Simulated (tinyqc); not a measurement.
Classical nucleation, growth and JMAK kinetics of crystallisation from a melt or glass: one step, computed by the program tinyqc.

A spherical nucleus cap on a flat wall with a sharp interface of isotropic energy gamma; lambda = Omega^(1/3) is the jump distance.

Task: Fraction transformed and grain size. JMAK with steady nucleation and growth, nuclei spread at random: extended fraction X_e = (pi/3) I u^3 t^4, X = 1 - exp(-X_e); t_X = [-3 ln(1 - X)/(pi I u^3)]^(1/4); final grains per volume = Gamma(5/4) (3/pi)^(1/4) (I/u)^(3/4), Gamma(5/4) = 0.9064024771. Grain size = (grains per volume)^(-1/3).

Inputs (values chosen for the exercise, for a model substance): temperature T = 714 K; wall area per volume S_v = 5e+07 1/m; time t = 0.045 s.

Nucleation: on a flat wall. Driving force: Thompson-Spaepen.

nucleation rate I = 3.707256e+29 1/(m^3 s)

growth velocity u = 7.280575e-06 m/s

Give: extended fraction; fraction X at t; half time t_0.5; grains per volume; grain size.

Result:

extended fraction = 6.1437e+08

fraction X at t = 1

half time t_0.5 = 2.6080e-04 s

grains per volume = 9.6046e+25 1/m^3

grain size = 0.0021836 micrometre

t is 170 half times: the change is complete. Caution: the lag time is not small against the half time, so steady nucleation from t = 0 overstates the speed. Caution: the grain size is near the critical size, where JMAK theory fails. Caution: grains come out smaller than the spacing of the walls, so nuclei are not spread at random as JMAK assumes.
